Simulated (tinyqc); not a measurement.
Worked calculation: CCD on RHF in the sto-3g basis, for BeH+, spin multiplicity 1. One step of it, computed by the program tinyqc.

Problem. Orthogonalisation. S = U s U^T; symmetric (Loewdin) form X = U s^(-1/2) U^T, so that X^T S X = 1.

overlap S, order 1Be 1s, 1Be 2s, 1Be 2px, 1Be 2py, 1Be 2pz, 2H 1s:
$$\begin{pmatrix}
1.000000 & 0.259517 & 0.000000 & 0.000000 & 0.000000 & 0.035346 \\
0.259517 & 1.000000 & 0.000000 & 0.000000 & 0.000000 & 0.342588 \\
0.000000 & 0.000000 & 1.000000 & 0.000000 & 0.000000 & 0.000000 \\
0.000000 & 0.000000 & 0.000000 & 1.000000 & 0.000000 & 0.000000 \\
0.000000 & 0.000000 & 0.000000 & 0.000000 & 1.000000 & 0.427700 \\
0.035346 & 0.342588 & 0.000000 & 0.000000 & 0.427700 & 1.000000
\end{pmatrix}$$

Give: eigenvalues of S; X.

Solution.

eigenvalues of S: [0.4351, 0.7962, 1.0000, 1.0000, 1.1825, 1.5863]

X, order 1Be 1s, 1Be 2s, 1Be 2px, 1Be 2py, 1Be 2pz, 2H 1s:
$$\begin{pmatrix}
1.0276 & -0.1429 & 0.0000 & 0.0000 & -0.0089 & 0.0224 \\
-0.1429 & 1.0871 & 0.0000 & 0.0000 & 0.0733 & -0.2195 \\
0.0000 & 0.0000 & 1.0000 & 0.0000 & 0.0000 & 0.0000 \\
0.0000 & 0.0000 & 0.0000 & 1.0000 & 0.0000 & 0.0000 \\
-0.0089 & 0.0733 & 0.0000 & 0.0000 & 1.0889 & -0.2673 \\
0.0224 & -0.2195 & 0.0000 & 0.0000 & -0.2673 & 1.1469
\end{pmatrix}$$
